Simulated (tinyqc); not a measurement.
Inside a calculation. Method: plane-wave Kohn-Sham cycle with exchange-only LDA in a layered model solid. One step of it, computed by the program tinyqc.

Task: Iteration 2: potential. V_H(G) = 4 pi rho(G)/G^2 for G != 0 (uniform background); v_x = -(3 rho/pi)^(1/3); V = V_ext + V_H + v_x; Fourier components f(G_m) = (1/N) sum_j f(x_j) exp(-i G_m x_j).

A solid whose potential varies along x alone (atomic units):
```
parameter,value
period a,5.200000
cross-section of the cell,32.000000
electrons per cell,2
grid points,16
"plane waves -n..n, n",2
k points,3
V1 in V1 cos(2 pi x/a),-0.540000
```

density after iteration 1 (e/bohr^3): 0.02971269  0.02742756  0.02161872  0.01465744  0.00868660  0.00464563  0.00238815  0.00134629  0.00105422  0.00134629  0.00238815  0.00464563  0.00868660  0.01465744  0.02161872  0.02742756

Give: Potentials on the grid; V(G_m), m = 0, 1, 2, ....

Result:

Potentials on the grid (hartree):
```
x,V_ext,V_H,v_x,V
0.0000,-0.5400,0.1277,-0.3050,-0.7173
0.3250,-0.4989,0.1163,-0.2970,-0.6796
0.6500,-0.3818,0.0847,-0.2743,-0.5714
0.9750,-0.2066,0.0406,-0.2410,-0.4071
1.3000,0,-0.0072,-0.2024,-0.2096
1.6250,0.2066,-0.0508,-0.1643,-0.0084
1.9500,0.3818,-0.0847,-0.1316,0.1655
2.2750,0.4989,-0.1061,-0.1087,0.2841
2.6000,0.5400,-0.1133,-0.1002,0.3265
2.9250,0.4989,-0.1061,-0.1087,0.2841
3.2500,0.3818,-0.0847,-0.1316,0.1655
3.5750,0.2066,-0.0508,-0.1643,-0.0084
3.9000,0,-0.0072,-0.2024,-0.2096
4.2250,-0.2066,0.0406,-0.2410,-0.4071
4.5500,-0.3818,0.0847,-0.2743,-0.5714
4.8750,-0.4989,0.1163,-0.2970,-0.6796
```

V(G_m), m = 0, 1, 2, ... (hartree): -0.2028  -0.2607  0.0035  -0.0002  0.0001
